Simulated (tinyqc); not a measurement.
# Capacitance measurement on a leaky thin oxide: effects of series resistance and leakage, step by step

tinyqc, about 0.01 s, one thread, Intel Xeon 2.30GHz (shared host): `OMP_NUM_THREADS=1 python tinyqc.py 2022088 2022089 out.jsonl` Printed values are rounded.

The device is a capacitance C in parallel with a leakage conductance G, in series with Rs and Ls. An impedance meter reports either a parallel pair (Cp, Gp) from Y = 1/Z = Gp + i w Cp or a series pair (Cs, Rm) from Z = Rm + 1/(i w Cs); w = 2 pi f, dissipation D = Gp/(w |Cp|).

Parameters, values chosen for the exercise; values of the order met in thin-oxide MOS capacitors:
- eox = 24.9 (relative permittivity of the gate insulator (close to zirconium oxide))
- tox = 4.2 nm (insulator thickness)
- A = 100 um^2 (gate area)
- zc = 0.44 nm (oxide-equivalent thickness added by the accumulation layer)
- zp = 0 nm (oxide-equivalent thickness added by gate depletion)
- Jg = 0.5 A/cm^2 (gate leakage current density, not matched to the thickness)
- Vs = 0.2 V (voltage for an e-fold rise of the leakage)
- Rs = 29 ohm (series resistance)
- Ls = 380 nH (series inductance)
- f = 1e5 Hz (measuring frequency)

Constants: eps0 = 8.8541878128e-14 F/cm where lengths are in cm. Results are converted to the units shown.

## True capacitance and conductance

EOT = 3.9 tox/eox; CET = EOT + zc + zp; C = 3.9 eps0 A/CET; G = Jg A/Vs.

EOT = 0.6578313 nm
CET = 1.097831 nm
C = 3.145413 pF
G = 2.5 uS

## What the meter reports

Z = Rs + i w Ls + 1/(G + i w C).

Z = (2.461926-1.945991i) x 1e5 ohm
Cp = 3.144956 pF
Gp = 2.499934 uS
Cs = 8.178604 pF
D = 1.265127

Cp is 0.015 % below C and Cs is 2.60 times it; G Rs = 7.25e-5, w C Rs = 5.73e-5 and G/(w C) = 1.26.
